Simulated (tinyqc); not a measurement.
## Mobility, diffusion coefficient and lifetime from two collectors

Problem. For an injected sheet in a field F the peak time tp at distance L obeys u^2 tp^2 + 2 D tp = L^2 with u^2 = v^2 + 4 D/tau, and the pulse area goes as exp(L (v - u)/(2 D)); v = mu F. Find u, D, mu and tau without using the Einstein relation.

Inputs (values chosen for the exercise):

| symbol | value | unit | meaning |
|---|---|---|---|
| F | 41 | V/cm | sweep field along the drift |

distances (um): 29  71
peak times (us): 0.232289073  0.641773987
ratio of the areas, far over near = 0.521849278

Solution. The two peak times give two linear equations for u^2 and D; the area ratio gives v - u, and u^2 - v^2 = 4 D/tau gives tau.

u = 1.017e4 cm/s
D = 6.092 cm^2/s
mu = 202.0 cm^2/(V s)
tau = 7.000e-7 s

Program tinyqc, `OMP_NUM_THREADS=1 python tinyqc.py 2310013 2310014 out.jsonl`; Intel Xeon 2.30GHz, shared host, one thread, about 0.01 s.
